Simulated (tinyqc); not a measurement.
# Worked calculation: metal gate on a two-layer dielectric stack with fixed charge and a dipole

Numbers from tinyqc (`OMP_NUM_THREADS=1 python tinyqc.py 2010172 2010173 out.jsonl`; about 0.01 s on one thread of a shared Intel Xeon 2.30GHz). Printed values are rounded.

Gate, layer 2, layer 1, p-type semiconductor; x runs from the gate inwards. Charges are counted in units of +q. psi is the band bending at the surface, positive towards inversion. Classical charge, Boltzmann statistics, no interface traps.

Inputs (values chosen for the exercise); band and dielectric values close to those of silicon, layer 1 close to silicon dioxide, layer 2 close to hafnium oxide:
```
symbol,value,unit,meaning
T,300,K,temperature
Eg,1.1,eV,band gap
eps_r,11.6,,relative permittivity
Nc,2.81e19,cm^-3,conduction-band density of states at T
Nv,2.66e19,cm^-3,valence-band density of states at T
chi,4.12,eV,electron affinity
Na,1e17,cm^-3,acceptor density
pM,4.77,eV,work function of the gate metal
t1,1.4,nm,"thickness of layer 1, next to the semiconductor"
e1,3.87,,relative permittivity of layer 1
t2,5.2,nm,"thickness of layer 2, next to the gate"
e2,21.5,,relative permittivity of layer 2
Q1,5.8e10,cm^-2,fixed charge at the semiconductor interface
Q2,1.5e12,cm^-2,fixed charge between the layers
r1,8.9e18,cm^-3,uniform charge density in layer 1
r2,1.4e18,cm^-3,uniform charge density in layer 2
Vd,0.33,V,flat-band shift by a dipole layer between the layers
ps,0.86,V,band bending psi of the working point
```

Constants: q = 1.602176634e-19 C, kB = 1.380649e-23 J/K, Vt = kB T/q, eps0 = 8.8541878128e-14 F/cm where lengths are in cm. Results are converted to the units shown.

## Equivalent thickness and work-function difference

EOT = 3.9 (t1/e1 + t2/e2), Cox = eps0/(t1/e1 + t2/e2); phi_ms = pM - (chi + Eg - Vt ln(Nv/Na)).

EOT = 2.354109 nm
Cox = 1.466854 uF/cm^2
share of layer 1 in the EOT = 59.93151 %
phi_ms = -0.3056555 V

## Flat-band voltage, term by term

EOT = 3.9 (t1/e1 + t2/e2), Cox = eps0/(t1/e1 + t2/e2); phi_ms = pM - (chi + Eg - Vt ln(Nv/Na)). Vfb = phi_ms + Vd - (q/eps0) [Q1 (t1/e1 + t2/e2) + Q2 t2/e2 + r1 (t1^2/(2 e1) + t1 t2/e2) + r2 t2^2/(2 e2)]: each charge counts with its electrical distance from the gate.

terms (V): phi_ms -0.3056555, dipole 0.3300000, Q1 -0.0063351, Q2 -0.0656474, r1 -0.0953130, r2 -0.0159304
Vfb = -0.1588814 V

Apart from phi_ms the largest term is that of dipole, 330 mV; all charges and the dipole together move Vfb by 147 mV.

## Threshold voltage

ni = sqrt(Nc Nv) exp(-Eg/(2 Vt)), Eg in volts, pB = Vt ln(Na/ni), Vth = Vfb + 2 pB + sqrt(4 q eps0 eps_r Na pB)/Cox.

ni = 1.574710e10 cm^-3
pB = 0.4049464 V
depletion charge = 0.1632628 uC/cm^2
Vth = 0.7623127 V

## Charge in the semiconductor

ni = sqrt(Nc Nv) exp(-Eg/(2 Vt)), Eg in volts. Qs = -sign(psi) sqrt(2 q eps0 eps_r Na Vt [exp(-u) + u - 1 + (ni/Na)^2 (exp(u) - u - 1)]), u = psi/Vt.

Qs = -0.1826562 uC/cm^2

The surface is in strong inversion: psi exceeds 2 Vt ln(Na/ni) = 0.810 V.

## Fields and voltage drops

Gauss: D = -Qs just inside the semiconductor; going towards the gate subtract q Q1, then q r1 t1, q Q2 and q r2 t2. Field = D/(eps0 e); the drop over a layer is its mean field times its thickness; Vg = phi_ms + Vd + psi + both drops.

D, place layer 2, gate side to semiconductor surface (uC/cm^2): [-0.3832326, -0.2665941, -0.0262676, 0.1733636, 0.1826562]
field, place layer 2, gate side to semiconductor surface (MV/cm): [-0.2013146, -0.1400436, -0.0766587, 0.5059390, 0.1778393]
drop over layer 2 = -0.08875314 V
drop over layer 1 = 0.03004962 V
Vg = 0.8256410 V

The same Vg follows from Vfb + psi - Qs/Cox. The largest field, 0.506 MV/cm in size, is at: layer 1, semiconductor side.
